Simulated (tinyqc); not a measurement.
Surface segregation during layer-by-layer epitaxy: two-layer exchange kinetics and the shape of quantum wells and delta layers. Changing the growth rate G. Computed by tinyqc, a small Python program. Command: `OMP_NUM_THREADS=1 python tinyqc.py 3007069 3007070 out.jsonl mbeseg sweep`. One thread of a shared host (Intel(R) Xeon(R) Processor @ 2.30GHz), about 0.1 s of CPU time with the checks.

Atoms A and B exchange only between the growing layer and the one below it. B is supplied for N layers, then pure A follows.

Inputs (values chosen for the exercise, close to those used for germanium in silicon): barrier E1 for B to move up = 1.69 eV; segregation energy E_s = 0.32 eV; attempt frequency nu = 10 THz; share x0 of B in the flux during the well = 0.38; layers in the well N = 6; layer thickness = 1.36 angstrom; temperature T = 510 C.

Constants: k_B = 8.617333262e-05 eV/K.

Method:
- p1 = nu exp(-E1/(k_B T)) (B up, A down), p2 = nu exp(-(E1 + E_s)/(k_B T)) (B down); time per layer tau = 1/G; K = p1/p2.
- Temperatures in kelvin are T(C) + 273.15.
- Dilute equilibrium share passed up per layer R_eq = K/(1 + K).
- Each layer is deposited complete with B share x_dep and then exchanges for the time tau = 1/G with the layer below, whose share is b (total c = s + b fixed): ds/dt = p1 b (1 - s) - p2 s (1 - b), s(0) = x_dep. With the roots s1 < s2 of the right side, (s - s1)/(s - s2) = [(s(0) - s1)/(s(0) - s2)] exp(-(p1 - p2)(s2 - s1) tau). The lower layer is then buried with c - s, and s becomes the b of the next layer.
- In the dilute tail each layer passes up the share R = R_eq (1 - exp(-(p1 + p2) tau)); decay length = -layer thickness/ln R.
- Index 0 is the last layer of pure A below the well. Share of B outside the intended layers 1..N = 1 - (sum over 1..N)/(N x0).

One run for each value:
```
growth rate G (layers/s)  share passed up R  decay length (angstrom)  peak share (largest buried share)      p1 tau
0.003                               0.99135                   156.57                            0.37990  4.4389e+04
0.009                               0.99135                   156.57                            0.37990  1.4796e+04
0.03                                0.99135                   156.57                            0.37990  4.4389e+03
0.09                                0.99135                   156.57                            0.37990  1.4796e+03
0.3                                 0.99135                   156.57                            0.37990  4.4389e+02
0.9                                 0.99135                   156.57                            0.37990  1.4796e+02
3                                   0.99135                   156.57                            0.37990  4.4389e+01
9                                   0.99135                   156.57                            0.37985  1.4796e+01
30                                  0.98009                    67.62                            0.37652  4.4389e+00
```

What does the table show, and why?

Over the rows, share passed up R falls from 0.991 to 0.980, flat over part of the range; decay length (angstrom) falls from 157 to 67.6, flat over part of the range; peak share (largest buried share) falls from 0.380 to 0.377, flat over part of the range. The exponent of share passed up R stays between -0.01 and 0.00, near 0: equilibrium regime.

Caution (all rows): the floating layer fills towards saturation, so the dilute decay length holds only far out in the tail. Caution (all rows): two-layer exchange with complete layers is a simplification that can understate segregation at low temperature; desorption, step-edge exchange and surfactants are left out.

Extremes, crossings and ranges named in words are read from the listed rows.
